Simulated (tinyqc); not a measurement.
Order of the levels against the shift of xy: tight-binding t2g bands of a cubic perovskite.

Orbitals yz, zx, xy (X, Y, Z below) times spin. E_xy = Dt + 2t (2 - cos x - cos y) + 2 td (1 - cos z) + 4 t2 (1 - cos x cos y) with x = kx a and so on; yz and zx follow by cyclic change, without Dt. Spin-orbit term -(Dso/3) L.sigma + Dso/3 with (L_k)_ij = -i epsilon_kij in X, Y, Z: for Dt = 0 the quartet lies at 0 and the doublet at Dso.

Constants: hbar^2/2m0 = 3.80998211 eV angstrom^2.

Values chosen for the exercise (of the size met in SrTiO3 and KTaO3; not measured data):
- a = 3.945 angstrom (lattice constant)
- t = 0.411 eV (strong hopping)
- td = 0.023 eV (weak hopping)
- t2 = 0.046 eV (diagonal hopping in the plane of the orbital)
- Dso = 0.031 eV (spin-orbit splitting at Gamma)

Levels at Gamma, the xy weight of the lowest pair and its mass along [100] from m/m0 = c q^2/(E(q) - E(0)), q = 0.001 (2 pi/a).

At Gamma:

| Dt (eV) | pair 1 (eV) | pair 2 (eV) | pair 3 (eV) | xy weight of pair 1 | mass (m0) |
|---|---|---|---|---|---|
| -0.30 | -0.2904 | 0.0000 | 0.0214 | 0.998 | 0.487 |
| -0.15 | -0.1410 | 0.0000 | 0.0220 | 0.992 | 0.489 |
| -0.08 | -0.0720 | 0.0000 | 0.0230 | 0.976 | 0.492 |
| -0.03 | -0.0244 | 0.0000 | 0.0254 | 0.905 | 0.510 |
| -0.01 | -0.0073 | 0.0000 | 0.0283 | 0.786 | 0.542 |
| 0.01 | 0.0000 | 0.0059 | 0.0351 | 0.000 | 0.932 |
| 0.03 | 0.0000 | 0.0129 | 0.0481 | 0.000 | 0.931 |
| 0.08 | 0.0000 | 0.0177 | 0.0933 | 0.000 | 0.931 |
| 0.15 | 0.0000 | 0.0192 | 0.1618 | 0.000 | 0.931 |

What can be read from this table?

For Dt > 0 the lowest pair is the pure yz, zx combination at 0, with mass 0.931 at Dt = 0.15 eV. For Dt < 0 it gains xy weight, 0.79 at -0.01 and 1.00 at -0.3 eV, and its mass tends to the light value 0.487; the scale of the change is Dso = 0.031 eV.

Computed by tinyqc, a small Python program: `OMP_NUM_THREADS=1 python tinyqc.py 1451985 1451986 out.jsonl` (the numbers bound the seed that draws the inputs); one thread of a shared host (Intel(R) Xeon(R) Processor @ 2.30GHz), about 0.01 s for the whole set of steps.
